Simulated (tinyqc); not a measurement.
What each parameter does: two-band k.p model of the Delta valleys near the X point under shear strain.

Valley pair on the [001] axis, kz counted from the X point, c = hbar^2/2m0, k0 = kx0 2 pi/a. H = (c kz^2/ml + c (kx^2 + ky^2)/mt + c k0^2/ml) 1 + (2 c k0 kz/ml) sigma_z + (D exy - 2 c kx ky/Mp) sigma_x, so E = c kz^2/ml + c (kx^2 + ky^2)/mt + c k0^2/ml -/+ sqrt((2 c k0 kz/ml)^2 + (D exy - 2 c kx ky/Mp)^2). Without strain the lower band has its minima, E = 0, at kz = +/- k0. Shifts from diagonal strain are left out.

For |eta| < 1: k_min = k0 sqrt(1 - eta^2), E_min = -Delta eta^2/2, ml(eta) = ml/(1 - eta^2), 1/m[110] = 1/mt + eta/Mp, 1/m[1-10] = 1/mt - eta/Mp. For |eta| > 1 the minimum sits at X: E_min = -Delta (2 |eta| - 1)/2, ml(eta) = ml/(1 - 1/|eta|), and eta is replaced by its sign in the transverse masses. Here Delta = 2 c k0^2/ml and eta = D exy/Delta.

Constants: hbar^2/2m0 = 3.80998211 eV angstrom^2.

Parameters, chosen for this exercise (near those of Si; shifted at random, so the results belong to these values and not to a real crystal): a = 5.427 angstrom (lattice constant); ml = 0.907 m0 (longitudinal mass); mt = 0.204 m0 (transverse mass); kx0 = 0.154 2 pi/a (distance of the minimum from X); D = 15.3 eV (shear deformation potential); Mp = 0.238 m0 (coupling mass); exy = -0.0022 (shear strain).

Delta = 2 c k0^2/ml, eta = D exy/Delta.

One parameter was then changed.

Results before and after:
```
case         eta  E_min (meV)  ml(eta) (m0)  m[110] (m0)  m[1-10] (m0)
base     -0.1260        -2.12        0.9216       0.2287        0.1841
changed  -0.1260        -2.12        0.9216       0.2269        0.1853
```

Which of these changes was made? (a) mt = 0.21828 m0; (b) kx0 = 0.16478 2 pi/a; (c) D = 16.371 eV; (d) Mp = 0.25466 m0; (e) exy = -0.00205; (f) ml = 0.97049 m0.

Answer: (d) Mp = 0.25466 m0. Of the candidates, run in turn, only this one gives the changed row.

All candidates:
```
case                      eta  E_min (meV)  ml(eta) (m0)  m[110] (m0)  m[1-10] (m0)
base                  -0.1260        -2.12        0.9216       0.2287        0.1841
ml = 0.97049 m0       -0.1349        -2.27        0.9885       0.2307        0.1829
mt = 0.21828 m0       -0.1260        -2.12        0.9216       0.2468        0.1957
kx0 = 0.16478 2 pi/a  -0.1101        -1.85        0.9181       0.2253        0.1864
D = 16.371 eV         -0.1349        -2.43        0.9238       0.2307        0.1829
Mp = 0.25466 m0       -0.1260        -2.12        0.9216       0.2269        0.1853
exy = -0.00205        -0.1174        -1.84        0.9197       0.2268        0.1853
```

tinyqc: `OMP_NUM_THREADS=1 python tinyqc.py 1050224 1050225 out.jsonl`; about 0.01 s, one thread, shared Intel(R) Xeon(R) Processor @ 2.30GHz.
